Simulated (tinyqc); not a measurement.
## From the Foster terms back to the ladder

Problem. A two-node ladder (R1 between the nodes, R2 to ambient, C1 and C2 to ambient) has Z(t) = r_1 (1 - exp(-t/tau_1)) + r_2 (1 - exp(-t/tau_2)) at node 1. Find C1, R1, R2 and C2.

tau_1, tau_2 (ms): [0.10093474, 5.4490653]
r_1, r_2 (K/W): [0.21013540, 1.0398646]

Answer. The initial slope gives 1/C1 = sum r/tau, the initial curvature 1/(R1 C1^2) = sum r/tau^2, the final value R1 + R2 = sum r, and the determinant tau_1 tau_2 = R1 R2 C1 C2.

C1 = 0.4400 mJ/K
R1 = 0.2500 K/W
R2 = 1.000 K/W
C2 = 5.000 mJ/K

Program tinyqc, `OMP_NUM_THREADS=1 python tinyqc.py 2520124 2520125 out.jsonl`; Intel Xeon 2.30GHz, shared host, one thread, about 0.01 s.
